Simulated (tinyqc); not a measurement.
Resonant-tunnelling diode, transfer matrices and Tsu-Esaki current: two steps of the calculation.

Emitter (band edge 0), barrier d1, well Lw, barrier d2, collector (edge -V). The bias drops linearly over these layers and none in the contacts; each layer is cut into ns equal slices, flat at the value of their centres. E is the energy of motion across the layers, C = hbar^2/(2 m0), psi and psi'/m are continuous. Transport is coherent, T(E) is taken as independent of the transverse momentum, and charge in the well is ignored.

Inputs (values chosen for the exercise); masses and offsets close to those of InGaAs wells and InAlAs barriers:

| symbol | value | unit | meaning |
|---|---|---|---|
| mw | 0.042 | m0 | mass in the well, spacer and contacts |
| U1 | 0.52 | eV | barrier height |
| m1 | 0.074 | m0 | barrier mass |
| d1 | 1.7 | nm | emitter barrier |
| Lw | 5.7 | nm | well width |
| d2 | 1.7 | nm | collector barrier |
| ns | 1 |  | slices in each layer |
| V | 0.078 | V | bias of the collector |
| E | 0.05037 | eV | trial energy |

Constants: q = 1.602176634e-19 C, hbar = 1.054571817e-34 J s, m0 = 9.1093837015e-31 kg, hbar^2/(2 m0) = 0.0380998212 eV nm^2. Results are converted to the units shown.

Task 1. Slices under bias. U = edge of the layer - V x/Lt at the centre x of each slice, Lt the summed thickness.

Wanted: U; m; width.

Result 1.

U, slice 0 to 2 (eV): [0.5127, -0.0390, 0.4493]
m, slice 0 to 2 (m0): [0.074, 0.042, 0.074]
width, slice 0 to 2 (nm): [1.700, 5.700, 1.700]

Task 2. Running product of the slice matrices at the trial energy. For the pair (psi, psi'/m) a flat layer has M = [[cos kd, (m/k) sin kd], [-(k/m) sin kd, cos kd]] with k = sqrt(m (E - U)/C) above its edge U, and M = [[cosh Kd, (m/K) sinh Kd], [(K/m) sinh Kd, cosh Kd]] with K = sqrt(m (U - E)/C) below it. Later slices stand to the left. With M acting on (psi, psi'/m) and v = k/m in each lead, T(E) = 4 vL vR/[(vL vR M12 - M21)^2 + (vR M11 + vL M22)^2]. vL = sqrt(mw E/C)/mw, vR = sqrt(mw (E + V)/C)/mw.

U, slice 0 to 2 (eV): [0.51271429, -0.03900000, 0.44928571]
m, slice 0 to 2 (m0): [0.074, 0.042, 0.074]
width, slice 0 to 2 (nm): [1.7, 5.7, 1.7]

Wanted: Product after each layer; T(E).

Result 2.

Product after each layer:
```
              M11  M12 (nm)  M21 (1/nm)     M22
barrier d1  2.604    0.1877       30.78   2.604
well        3.458    0.2995      -25.66  -1.934
barrier d2  3.532    0.3575       27.05   3.021
```

T(E) = 0.08228

Program tinyqc, `OMP_NUM_THREADS=1 python tinyqc.py 2600047 2600048 out.jsonl`; Intel Xeon 2.30GHz, shared host, one thread, about 0.05 s.
